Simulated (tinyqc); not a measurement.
# IGBT as a p-i-n diode in series with a MOS channel, on-state and switching loss: effects of single changes

High injection (n = p) in a drift layer from x = -W/2 (anode) to +W/2 (cathode side), recombination only in the layer with lifetime tau, ideal emitters. The channel feeds the cathode side and carries the whole current. Auger recombination, carrier-carrier scattering, emitter losses and the carrier dip under the p body are left out.

Values chosen for this exercise; material values close to those of silicon:
- T = 300 K (temperature)
- Eg = 1.11 eV (band gap)
- Nc = 2.8e19 cm^-3 (conduction-band density of states at T)
- Nv = 2.64e19 cm^-3 (valence-band density of states at T)
- mn = 1400 cm^2/(V s) (electron mobility)
- mp = 480 cm^2/(V s) (hole mobility)
- W = 130 um (width of the drift layer)
- Nd = 5.9e13 cm^-3 (doping of the drift layer)
- tau = 0.85 us (high-injection lifetime)
- J = 150 A/cm^2 (current density)
- Rch = 0.85 mohm cm^2 (channel and accumulation resistance)
- Vdc = 800 V (link voltage)
- ks = 0.05 (turn-off energy per stored charge and link voltage)
- f = 2 kHz (switching frequency)

Constants: q = 1.602176634e-19 C, kB = 1.380649e-23 J/K, Vt = kB T/q. Results are converted to the units shown.

Each table varies one quantity; the others keep the values above.

## Effect of the current density

b = mn/mp, B = (b - 1)/(b + 1), La = sqrt(2 Vt mn mp tau/(mn + mp)), y = W/(2 La). n(x) = (tau J/(2 q La))[cosh(x/La)/sinh y - B sinh(x/La)/cosh y]. Vm = Vt [(8 b/(b + 1)^2)(sinh y/s) arctan(s sinh y) + B ln((1 + B tanh^2 y)/(1 - B tanh^2 y))], s = sqrt(1 - B^2 tanh^2 y); Vj = Vt ln(n(-W/2) n(W/2)/ni^2), ni = sqrt(Nc Nv) exp(-Eg/(2 Vt)), Eg in volts; Vc = J Rch; Von = Vm + Vj + Vc. Stored charge tau J, turn-off energy Eoff = ks tau J Vdc, loss at half duty 0.5 J Von + f Eoff. A unipolar device on the same layer has Vu = J (W/(q mn Nd) + Rch).

The same in every row: y = 1.640.

Results:
```
J (A/cm^2)	Von (V)	Vu (V)	Eoff (mJ/cm^2)	total loss (W/cm^2)
0.3	0.6350	0.2950	0.01020	0.1156
0.76	0.6834	0.7472	0.02584	0.3114
1.9	0.7318	1.868	0.06460	0.8244
12	0.8356	11.80	0.4080	5.830
31	0.9009	30.48	1.054	16.07
78	0.9885	76.69	2.652	43.86
200	1.141	196.6	6.800	127.7
500	1.443	491.6	17.00	394.8
```

Estimate the missing row, J = 4.8 A/cm^2.

Computed row:
```
J (A/cm^2)	Von (V)	Vu (V)	Eoff (mJ/cm^2)	total loss (W/cm^2)
4.8	0.7821	4.719	0.1632	2.204
```

With this row back in the table: As J goes from 0.3 to 500 A/cm^2, Von rises from 0.635 to 1.44 V, Eoff rises from 0.0102 to 17.0 mJ/cm^2 and the total loss rises from 0.116 to 395 W/cm^2. Von is below Vu in 8 of the 9 rows. At low current the junction voltage makes the bipolar device the worse one. For J = 0.3 to 0.76 A/cm^2 the injected density falls below 5 Nd somewhere, so high injection is doubtful. For J = 200 to 500 A/cm^2 the density at the anode passes 2e17 cm^-3, where Auger recombination and emitter losses matter.

## Effect of the channel and accumulation resistance

Same model as above.

The same in every row: y = 1.6400; Eoff (mJ/cm^2) = 5.1000.

Results:
```
Rch (mohm cm^2)	Von (V)	Vu (V)	total loss (W/cm^2)
0.2	0.98603	147.38	84.152
0.4	1.0160	147.41	86.402
1.5	1.1810	147.57	98.777
3.1	1.4210	147.81	116.78
6.1	1.8710	148.26	150.53
12	2.7560	149.15	216.90
```

Estimate the missing row, Rch = 0.78 mohm cm^2.

Computed row:
```
Rch (mohm cm^2)	Von (V)	Vu (V)	total loss (W/cm^2)
0.78	1.0730	147.46	90.677
```

With this row back in the table: As Rch goes from 0.2 to 12 mohm cm^2, Von rises from 0.986 to 2.76 V, Eoff stays at 5.10 mJ/cm^2 and the total loss rises from 84.2 to 217 W/cm^2. Von is below Vu in 7 of the 7 rows.

## Effect of the switching frequency

Same model as above.

The same in every row: y = 1.640; Von (V) = 1.084; Vu (V) = 147.5; Eoff (mJ/cm^2) = 5.100.

Effect of the switching frequency:
```
f (kHz)	total loss (W/cm^2)
0.3	82.79
0.64	84.53
1.4	88.40
2.9	96.05
6.2	112.9
13	147.6
28	224.1
60	387.3
```

As f goes from 0.3 to 60 kHz, Von stays at 1.08 V, Eoff stays at 5.10 mJ/cm^2 and the total loss rises from 82.8 to 387 W/cm^2. Von is below Vu in 8 of the 8 rows.

Program tinyqc, `OMP_NUM_THREADS=1 python tinyqc.py 2590116 2590117 out.jsonl`; Intel Xeon 2.30GHz, shared host, one thread, about 0.01 s.
